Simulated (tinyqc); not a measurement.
Free and nearly free electrons in a metal: sweeps and comparisons. A value that a table varies takes the place of the one given here.

The cubic cell holds 4 atoms: n = 4 z/a^3, kF = (3 pi^2 n)^(1/3), EF = c kF^2/m, vF = 2 c kF/(m hbar), c = hbar^2/2m0; rs = (3/(4 pi n))^(1/3)/a0; D(EF) = 3 n/(2 EF).

Two plane waves k and k - G, G = (111) (2 pi/a): H = [[c k^2/m, V], [V, c (k - G)^2/m]] with c = hbar^2/2m0.

Square wire of width w with grain size w: rho/rho0 = 1/(1 - 3 al/2 + 3 al^2 - 3 al^3 ln(1 + 1/al)) + (3/4) (1 - p) l/w, with al = (l/w) Rg/(1 - Rg) (Mayadas-Shatzkes plus the thick-wire form of Fuchs-Sondheimer); l = hbar kF/(n e^2 rho), e = 1.602176634e-19 C.

Constants: hbar^2/2m0 = 3.80998211 eV angstrom^2; hbar = 6.58211957e-16 eV s; a0 (Bohr radius) = 0.5291772105 angstrom.

Values chosen for the exercise (near those of Ag, whose d bands this model ignores; the results hold for these values, not for the real material): a = 4.103 angstrom (fcc lattice constant); z = 1 (free electrons an atom); m = 1 m0 (mass); rho = 1.64 micro-ohm cm (bulk resistivity); p = 0.5 (specularity of the surfaces); Rg = 0.4 (reflection at grain boundaries); w = 30 nm (wire width).

## When the Fermi surface touches the face

On the face the lower band is E = c (G^2/4 + q^2)/m - V, q along the face. EF is held at its free value. A neck opens where EF > c G^2/(4m) - V, with radius q; the second band fills where EF > c G^2/(4m) + V.

Necks:
```
V (eV)  lower band at the face centre (eV)  neck radius (1/angstrom)  radius/kF
0.2                                  6.501                         -          -
0.5                                  6.201                         -          -
0.8                                  5.901                         -          -
1.1                                  5.601                         -          -
1.4                                  5.301                    0.2030      0.170
1.8                                  4.901                    0.3824      0.319
2.2                                  4.501                    0.5012      0.419
2.6                                  4.101                    0.5968      0.499
```

EF = 5.458 eV
c G^2/(4m) = 6.701 eV

What can be read from the table?

Contact needs V > 1.243 eV. It is first met at V = 1.4 eV of those listed, and the radius then grows as the square root of the excess, to 0.499 kF at 2.6 eV. EF is held at its free value here; a count of states lowers it as V grows, strongly for V of an eV or more, so the threshold is a lower bound, the radii are upper bounds, and some necks may vanish.

## Resistivity of narrow wires

Wires:
```
w (nm)     al  grain term (factor - 1)  surface term  rho (micro-ohm cm)
200     0.173                    0.249         0.097                2.21
100     0.345                    0.488         0.194                2.76
50      0.690                    0.959         0.388                3.85
30      1.151                    1.580         0.647                5.29
20      1.726                    2.353         0.971                7.09
14      2.465                    3.342         1.387                9.40
10      3.452                    4.660         1.942               12.47
7       4.931                    6.635         2.774               17.07
```

l = 51.77 nm

What does this show, and why?

At 7 nm the resistivity is 10.41 times the bulk value; grain boundaries add more (6.63 from grains, 2.77 from surfaces). It passes twice the bulk value between 100 and 50 nm. The surface formula is meant for w above l = 52 nm, so the rows below that are rough.

## What sets the wire resistivity

All results formed anew. Each row changes one parameter from the base and keeps the others.

Results:
```
case                      EF (eV)  l (nm)  wire rho (micro-ohm cm)
base                        5.458   51.77                    5.293
a = 4.226 angstrom          5.145   54.93                    5.512
m = 1.2 m0                  4.548   51.77                    5.293
rho = 1.968 micro-ohm cm    5.458   43.15                    5.632
p = 0.8                     5.458   51.77                    4.656
Rg = 0.28                   5.458   51.77                    4.232
w = 21 nm                   5.458   51.77                    6.834
```

What can be read from the table?

The largest shifts from the base row, up to three for each result and ties (the steps differ in size, so this ranks the rows, not the parameters). EF (eV): m -0.910, a -0.313; unchanged at the printed digits by rho, p, Rg and w. l (nm): rho -8.63, a +3.15; unchanged at the printed digits by m, p, Rg and w. wire rho (micro-ohm cm): w +1.540, Rg -1.061, p -0.637; unchanged at the printed digits by m. The mass drops out of l at given rho, because vF falls and tau rises by the same factor.

tinyqc: `OMP_NUM_THREADS=1 python tinyqc.py 1652608 1652609 out.jsonl`; about 0.01 s, one thread, shared Intel(R) Xeon(R) Processor @ 2.30GHz.
